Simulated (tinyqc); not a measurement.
# Berg model of reactive sputtering of a nitride or oxide: poisoning, hysteresis and pumping speed, step by step

A worked calculation. Computed by tinyqc, a small Python program that keeps every step. Command: `OMP_NUM_THREADS=1 python tinyqc.py 3005996 3005997 out.jsonl berg walk`. One thread of a shared host (Intel(R) Xeon(R) Processor @ 2.30GHz), about 0.08 s of CPU time with the checks. Intermediate numbers are printed to about 7 digits and carried at full precision; extremes and crossings named in words are read from the listed rows.

A diatomic gas reacts with bare metal on the target and on the collecting surfaces; ions remove metal and compound from the target. theta_t and theta_c are the compound fractions.

Inputs (values chosen for the exercise, close to those used for titanium nitride):
```
quantity,value,unit
ion current density J,21,mA/cm^2
target area A_t,150,cm^2
collecting area A_c,5900,cm^2
metal yield Y_m,0.54,-
compound yield Y_c,0.17,-
sticking coefficient alpha,0.84,-
reactive atoms per metal atom z,1,-
gas mass M,28,u
pumping speed S,440,l/s
gas temperature T,300,K
reactive partial pressure P,0.032,Pa
```

Constants: e = 1.602176634e-19 C; u = 1.6605390666e-27 kg; k_B = 1.380649e-23 J/K.

## Steady state at the pressure P

Ion flux j = J/e; gas flux F = P/sqrt(2 pi M k_B T). Target: (2/z) alpha F (1 - theta_t) = j Y_c theta_t. Sputtered flows F_c = j Y_c theta_t A_t, F_m = j Y_m (1 - theta_t) A_t. Collector: (2/z) alpha F (1 - theta_c) A_c + F_c (1 - theta_c) = F_m theta_c. Gas use Q = alpha F [(1 - theta_t) A_t + (1 - theta_c) A_c] + P S/(k_B T); 1 sccm = 4.4780e17 molecules/s. Rate R = F_m + F_c, given relative to j Y_m A_t.

ion flux j = 1.310717e+17 1/(cm^2 s)

gas flux F = 9.199288e+16 1/(cm^2 s)

theta_t = 0.8739911

theta_c = 0.9985397

gas use (sccm): target 3.261685, collector 1.486817, pump 7.591263

total flow Q = 12.33976 sccm

rate relative to clean metal = 0.4011543

The target is poisoned. The film is 99.9 % compound.

## Critical pumping speed

P is a single-valued function of the flow Q only if dQ/dP > 0 everywhere: S must exceed k_B T times the steepest fall of the surface terms with P.

pressure of the steepest fall = 0.003504031 Pa

critical pumping speed = 661.2177 l/s

S is 0.67 times the critical value: the flow curve is S-shaped and flow control shows hysteresis.

## The hysteresis loop

Turning points solve dQ/dP = 0; a jump keeps Q fixed; the width of the loop is the difference of the two turning flows.

Corners of the loop:
```
point,P (Pa),Q (sccm),theta_t,theta_c,relative rate
edge of the metallic branch,0.00225191,8.818796,0.3280011,0.9014554,0.7752585
"landing, poisoned",0.01231535,8.818796,0.7274707,0.9918782,0.5015478
edge of the poisoned branch,0.00709137,8.476447,0.6058402,0.9799079,0.5848873
"landing, metallic",0.00119362,8.476447,0.2055384,0.8044523,0.8591681
```

width of the loop = 0.3423486 sccm

Raising the flow past 8.82 sccm drops the rate from 0.775 to 0.502; the metallic mode returns only below 8.48 sccm. The best film reachable on the metallic branch is 90 % compound, so the region between needs pressure feedback. The pressure P of the inputs lies on the poisoned branch.

## Flow curve at three pumping speeds

The formulas are those given above.

Pressure as the free variable:
```
P (Pa),theta_t,theta_c,relative rate,Q at S_c/4 (sccm),Q at S_c (sccm),Q at 2 S_c (sccm)
0.00018,0.0375497,0.3396021,0.9742715,3.938246,3.98637,4.05054
0.00035,0.0705127,0.5084840,0.9516858,5.767742,5.86132,5.98610
0.00070,0.1317363,0.6886257,0.9097363,7.488791,7.67595,7.92550
0.00120,0.2064109,0.8054590,0.8585703,8.304783,8.62563,9.05343
0.00210,0.3127957,0.8929911,0.7856770,8.504243,9.06573,9.81437
0.00350,0.4313720,0.9436901,0.7044303,8.192317,9.12812,10.37586
0.00560,0.5482861,0.9711445,0.6243225,7.686510,9.18380,11.18018
0.00880,0.6560483,0.9857689,0.5504854,7.217104,9.56998,12.70716
0.01400,0.7521363,0.9934875,0.4846473,6.955530,10.69875,15.68971
0.02800,0.8585363,0.9981278,0.4117436,7.367317,14.85375,24.83567
```

At S_c/4 the flow falls with pressure in 4 of the intervals: as the target poisons, less metal arrives to getter the gas. At 2 S_c it rises throughout. Coverages and rate depend on P alone, not on S. The collector converts before the target (theta_c = 0.89 at theta_t = 0.31), since the metal is spread over a larger area and no ions clean it. The rate tends to Y_c/Y_m = 0.315.

Checks made by the program: gas taken up by surfaces against gas bound in the growing film (relative difference below 1e-10).
